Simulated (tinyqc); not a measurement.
Comparisons within one model: conductance of a narrow metal strip with scatterers (square lattice, Green functions). A value that a table varies takes the place of the one given here.

A strip of W sites across with hard walls, site energy 0 and hopping -t. Mode n = 1 to W has profile chi_n(j) = sqrt(2/(W + 1)) sin(n j pi/(W + 1)) and energy en = -2t cos(n pi/(W + 1)); E = en - 2t cos(kn a). With z_n = exp(i kn a) (Im k > 0 for closed modes, |z| < 1) each lead gives the self-energy -t z_n in mode n. One column carries the site energies v, here one foreign atom. In the mode basis V_nm = sum_j chi_n(j) v_j chi_m(j), G = (E - en + 2 t z_n - V)^-1, and t_nm = 2t sqrt(sin(kn a) sin(km a)) G_nm in size for open modes. T = sum |t_nm|^2, conductance (2e^2/h) T.

Constants: e^2/h = 3.874045865e-05 S.

Inputs chosen for the exercise (hopping and spacing of the size met in Cu or Al; the lattice is a model; shifted at random, so the results belong to these values and not to a real crystal): t = 1.14 eV (hopping); W = 4 (sites across); v = (0, 0, 0, -2.2) eV (site energies in the scattering column); a = 2.63 angstrom (spacing); E = -2.55 eV (Fermi energy).

## Conductance steps with and without the scatterer

E is varied across the lower half of the band.

Against energy:
```
E/t,E (eV),open modes,T,reflected
-3.30,-3.762,1,0.6591,0.3409
-2.95,-3.363,1,0.2982,0.7018
-2.65,-3.021,1,0.9856,0.0144
-2.30,-2.622,2,1.3615,0.6385
-1.95,-2.223,2,1.3840,0.6160
-1.65,-1.881,2,1.1691,0.8309
-1.30,-1.482,3,2.2019,0.7981
-0.95,-1.083,3,2.3835,0.6165
-0.65,-0.741,3,2.3829,0.6171
-0.30,-0.342,4,3.3396,0.6604
0.05,0.057,4,3.4135,0.5865
```

The clean strip goes from 1 to 4 open modes. The reflected flux ranges from 0.014 (E/t = -2.65) to 0.831 (E/t = -1.65). A scatterer on one site acts on one combination of modes only, so it can reflect at most one unit.

## The same scatterer in wider strips

Width (W + 1) a; the strength is the entry of v largest in size. The foreign atom sits at site W/2 + 1, rounded down. Added resistance (1/T - 1/M)/(2 e^2/h), M the number of open modes.

Against width:
```
W,width (angstrom),M,T,T/M,added resistance (ohm)
3,10.5,1,0.6255,0.6255,7726.2
4,13.2,2,1.5502,0.7751,1872.2
5,15.8,2,1.2077,0.6039,4233.6
6,18.4,3,2.4388,0.8129,990.0
8,23.7,4,3.4415,0.8604,523.7
10,28.9,5,4.3315,0.8663,398.4
14,39.5,6,5.1455,0.8576,357.2
20,55.2,9,8.4270,0.9363,97.5
```

The added resistance is 7726 ohm at W = 3 and 97.5 at W = 20; from W = 10 to 20 it changes by a factor 0.24, where 1/M gives 0.56 and 1/M^2 gives 0.31. A point scatterer removes at most one unit of M (here 0.37 to 0.85), so its resistance is at most 1/(M (M - 1)) in units of h/2e^2, without bound for M = 1, with jumps where modes open or where the site sits near a node of the open modes; the largest value is at W = 3 (7726 ohm).

## What each change does

Open modes M, T and the added resistance (1/T - 1/M)/(2 e^2/h). Each row changes one parameter from the base and keeps the others.

Results:
```
case,M,T,added resistance (ohm)
base,2,1.3809,2893
t = 1.186 eV,2,1.4301,2572
E = -2.46 eV,2,1.3951,2798
"v = (0, 0, 0, -2.86) eV",2,1.1812,4474
```

The largest shifts from the base row, up to three for each result and ties (the steps differ in size, so this ranks the rows, not the parameters). M: unchanged at the printed digits by t, E and v. T: v -0.1998, t +0.0492, E +0.0141. added resistance (ohm): v +1581, t -321, E -95.

Run: tinyqc, `OMP_NUM_THREADS=1 python tinyqc.py 1481543 1481544 out.jsonl`; Intel(R) Xeon(R) Processor @ 2.30GHz, one thread, shared host; about 0.01 s of CPU time with all checks.
